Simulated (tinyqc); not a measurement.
Quantum-well laser, gain and threshold: one step of the calculation.

One electron and one heavy-hole subband per well, parabolic, with equal sheet densities n of electrons and holes; k-conserving transitions, TE polarisation, no line broadening, so the gain starts as a step at E0 and peaks there. All wells are pumped alike.

Task. Densities of states, saturated gain and threshold gain. Nc = me kB T/(pi hbar^2), Nv = mh kB T/(pi hbar^2), mr = me mh/(me + mh) in m0, g0(E) = q^2 Ep mr/(4 nr eps0 c hbar E Lw) (squared momentum element m0 Ep/4, joint density of states mr/(pi hbar^2 Lw) for both spins). Mirror loss am = ln(1/(R1 R2))/(2 Lc); threshold gain gth = (ai + am)/(Nw Gw).

Parameters, values chosen for the exercise; well values close to those of AlGaInP:
```
symbol  value  unit                       meaning
T         300     K                   temperature
E0       1.78    eV      lowest transition energy
me      0.111    m0        in-plane electron mass
mh      0.378    m0            in-plane hole mass
Ep       24.3    eV                   Kane energy
nr       3.47                    refractive index
Lw          4    nm                    well width
Nw          3                     number of wells
Gw      0.011        optical confinement per well
ai         10  1/cm                 internal loss
Lc       1000    um                 cavity length
R1       0.05                   front reflectance
R2        0.3                    back reflectance
```

Constants: q = 1.602176634e-19 C, kB = 1.380649e-23 J/K, eps0 = 8.8541878128e-12 F/m, hbar = 1.054571817e-34 J s, m0 = 9.1093837015e-31 kg, c = 299792458 m/s. Results are converted to the units shown.

Wanted: Nc; Nv; mr; g0(E0); am; gth.

Result.

Nc = 1.1987e12 cm^-2
Nv = 4.0821e12 cm^-2
mr = 0.085804 m0
g0(E0) = 19347 1/cm
am = 20.999 1/cm
gth = 939.35 1/cm

Numbers from tinyqc (`OMP_NUM_THREADS=1 python tinyqc.py 2840015 2840016 out.jsonl`; about 0.01 s on one thread of a shared Intel Xeon 2.30GHz).
